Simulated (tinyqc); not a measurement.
# Changing the length of the depleted extension L_n

Model: lateral field, substrate current, probability of reaching the oxide barrier and hot-carrier lifetime of a silicon transistor (pseudo-two-dimensional and lucky-electron models). Computed by tinyqc, a small Python program. Command: `OMP_NUM_THREADS=1 python tinyqc.py 3003819 3003820 out.jsonl hotcar sweep`. One thread of a shared host (Intel(R) Xeon(R) Processor @ 2.30GHz), about 0.01 s of CPU time with the checks.

Local-field models: a lucky carrier gains its energy at the peak field over a path free of collisions. Voltages are magnitudes.

Inputs (values chosen for the exercise, modelled on a silicon p-channel):

| quantity | value | unit |
|---|---|---|
| channel length L | 1800 | nm |
| oxide thickness t | 31 | nm |
| junction depth x_j | 520 | nm |
| mobility mu | 100 | cm^2/(V s) |
| saturation velocity v_s | 0.68 | 1e7 cm/s |
| threshold voltage V_T | 0.6 | V |
| gate voltage V_G | 8.1 | V |
| drain voltage V_D | 19 | V |
| ionisation prefactor A_i | 7e+06 | 1/cm |
| ionisation field B_i | 3.64 | MV/cm |
| hot-carrier mean free path lambda | 5 | nm |
| oxide barrier phi_b | 4.6 | eV |
| interface-trap threshold phi_it | 4.5 | eV |
| lifetime constant H | 5 | s microampere/micrometre |

Drain: lightly doped extension.

Constants: eps_0 = 8.8541878128e-12 F/m.

Method:
- C_ox = 3.9 eps_0/t; F_sat = 2 v_s/mu; V_Dsat = V_ov F_sat L/(V_ov + F_sat L), V_ov = V_G - V_T; I_D/W = C_ox v_s (V_ov - V_Dsat).
- Scale length l = 0.22 t^(1/3) x_j^(1/2) (all in cm); F_m = sqrt(((V_D - V_Dsat)/l_e)^2 + F_sat^2), with l_e = l + L_n; length of the velocity-saturated region l_e ln((V_D - V_Dsat)/(l_e F_sat) + F_m/F_sat).
- Substrate current I_sub/I_D = (A_i/B_i)(V_D - V_Dsat) exp(-B_i/F_m); probability of reaching the oxide barrier exp(-phi_b/(e lambda F_m)); lifetime tau = (H/(I_D/W)) exp(phi_it/(e lambda F_m)).
- V_10 solves tau = 3.156e8 s at the given V_G. The extrapolation fits ln(tau) against 1/V_D at 1, 1.08, 1.16 and 1.25 times the given V_D (rounded to 3 digits) by least squares and reads off the same tau.

One run for each value:

| length of the depleted extension L_n (nm) | peak field F_m (kV/cm) | substrate current I_sub/W (microampere/micrometre) | lifetime tau (s) | ten-year drain voltage V_10 (V) |
|---|---|---|---|---|
| 13 | 559.47 | 5.0760e+00 | 3.6367e+05 | 14.771 |
| 21 | 542.80 | 4.1564e+00 | 5.9611e+05 | 15.067 |
| 33 | 519.73 | 3.0867e+00 | 1.2441e+06 | 15.510 |
| 52 | 487.35 | 1.9380e+00 | 3.9323e+06 | 16.213 |
| 82 | 444.49 | 9.4324e-01 | 2.3328e+07 | 17.321 |
| 210 | 329.79 | 5.4652e-02 | 2.6695e+10 | 22.052 |
| 320 | 276.29 | 6.4472e-03 | 5.2665e+12 | 26.118 |

Give the missing row, length of the depleted extension L_n (nm) = 130.

Computed row; columns: (1) length of the depleted extension L_n (nm); (2) peak field F_m (kV/cm); (3) substrate current I_sub/W (microampere/micrometre); (4) lifetime tau (s); (5) ten-year drain voltage V_10 (V):
```
(1)     (2)         (3)         (4)     (5)
130  391.35  3.1022e-01  3.6474e+08  19.095
```

Interpolating between the two neighbouring rows (the first column on a logarithmic scale, the others too where they are positive) misses most in lifetime tau (s), by 100 %. Over the rows, peak field F_m (kV/cm) falls from 559 to 276 (exponent d ln y / d ln x -0.063 between the first rows and -0.42 between the last); substrate current I_sub/W (microampere/micrometre) falls from 5.08 to 0.00645 (exponent d ln y / d ln x -0.42 between the first rows and -5.1 between the last); lifetime tau (s) rises from 364000 to 5.27e12 (exponent d ln y / d ln x 1.0 between the first rows and 13 between the last). The extension spreads the same voltage over a longer distance; its series resistance, left out, is the price.

Extremes, crossings and ranges named in words are read from the listed rows.
